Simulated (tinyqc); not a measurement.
Avalanche multiplication and breakdown of a junction from ionisation integrals: one step, computed by the program tinyqc. Command: `OMP_NUM_THREADS=1 python tinyqc.py 3002586 3002587 out.jsonl impact walk`. One thread of a shared host (Intel(R) Xeon(R) Processor @ 2.30GHz), about 0.01 s of CPU time with the checks.

Ionisation coefficients follow the local field. Position x runs through the depletion layer from the p side (x = 0), where electrons enter, to the n side (x = w), where holes enter. The built-in voltage is neglected.

Problem. Coefficients at the critical field. alpha_n = a_n exp(-(b_n/F)^c), alpha_p = a_p exp(-(b_p/F)^c).

Inputs (values chosen for the exercise, modelled on silicon):
```
quantity,value,unit
electron prefactor a_n,704000,1/cm
electron field b_n,1.27e+06,V/cm
hole prefactor a_p,1.54e+06,1/cm
hole field b_p,2.01e+06,V/cm
exponent c,1,-
```

Junction: p-i-n with uniform field.

critical field F_m = 0.3723713 MV/cm

Give: alpha_n; alpha_p; ratio k = alpha_p/alpha_n; shorter ionisation length.

Solution.

alpha_n = 23248 1/cm

alpha_p = 6971 1/cm

ratio k = alpha_p/alpha_n = 0.2998

shorter ionisation length = 0.4302 micrometre
